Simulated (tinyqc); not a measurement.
p-n heterojunction, non-linear Poisson equation by Newton steps, Fermi-Dirac statistics: one step of the calculation.

One dimension, material 1 (p-type) at x < 0 and material 2 (n-type) at x > 0. Band edges: Ec = -psi in material 1 and -psi + dEc in material 2, Ev = Ec - Eg. Flat quasi-Fermi levels: 0 for holes, +V for electrons. n = Nc F((EFn - Ec)/Vt), p = Nv F((Ev - EFp)/Vt), with F(eta) = F_1/2(eta) = (2/sqrt(pi)) int_0^infinity sqrt(u) du/(1 + exp(u - eta)) (Fermi-Dirac statistics); full ionisation, no interface charge, classical densities; the doping types are chosen for the exercise.

Question. Band edges, densities and displacement. Ec, Ev, n and p as defined; D = a_k (psi_(k+1) - psi_k) on the interval that holds the interface.

Parameters, values chosen for the exercise; band and dielectric values close to those of InP and In0.53Ga0.47As:
```
symbol    value   unit                                          meaning
T           350      K                                      temperature
Eg1        1.33     eV                           band gap of material 1
Nc1     7.17e17  cm^-3  conduction-band density of states of material 1
Nv1     1.41e19  cm^-3     valence-band density of states of material 1
Eg2       0.739     eV                           band gap of material 2
Nc2     2.63e17  cm^-3  conduction-band density of states of material 2
Nv2     9.56e18  cm^-3     valence-band density of states of material 2
dEc       -0.26     eV                 conduction-band offset Ec2 - Ec1
N1       8.2e15  cm^-3                   acceptor density of material 1
N2       1.2e16  cm^-3                      donor density of material 2
V             0      V                    bias of side 1 against side 2
```

Constants: q = 1.602176634e-19 C, kB = 1.380649e-23 J/K, Vt = kB T/q. Results are converted to the units shown.

```
node  x (nm)  converged psi (V)  material
0       -764         -1.1053154         1
1       -547         -1.1051398         1
2       -374         -1.1026381         1
3       -235         -1.0784133         1
4       -124         -0.9602975         1
5      -35.5         -0.7604993         1
6       35.5         -0.5435838         2
7        127         -0.3967362         2
8        245         -0.3573213         2
9        398         -0.3529296         2
10       594         -0.3526272         2
```

coupling a_i, interval 0 to 9 (F/cm^2): [5.0187332e-8, 6.2951740e-8, 7.8350007e-8, 9.8113973e-8, 1.2305820e-7, 1.6164888e-7, 1.3257090e-7, 1.0279862e-7, 7.9282597e-8, 6.1888966e-8]

Give: Ec; Ev; n; p; D.

Answer.

```
node  Ec (eV)  Ev (eV)  n (cm^-3)  p (cm^-3)
0       1.105  -0.2247      87.03   8.200e15
1       1.105  -0.2249      87.54   8.152e15
2       1.103  -0.2274      95.11   7.504e15
3       1.078  -0.2516      212.3   3.361e15
4       0.960  -0.3697    1.066e4   6.695e13
5       0.760  -0.5695    8.032e6   8.887e10
6       0.284  -0.4554   2.170e13   2.647e12
7       0.137  -0.6023   2.814e15   2.033e10
8       0.097  -0.6417   1.029e16    5.504e9
9       0.093  -0.6461   1.188e16    4.758e9
10      0.093  -0.6464   1.200e16    4.711e9
```

D = 35.06 nC/cm^2

Program tinyqc, `OMP_NUM_THREADS=1 python tinyqc.py 2040160 2040161 out.jsonl`; Intel Xeon 2.30GHz, shared host, one thread, about 0.2 s.
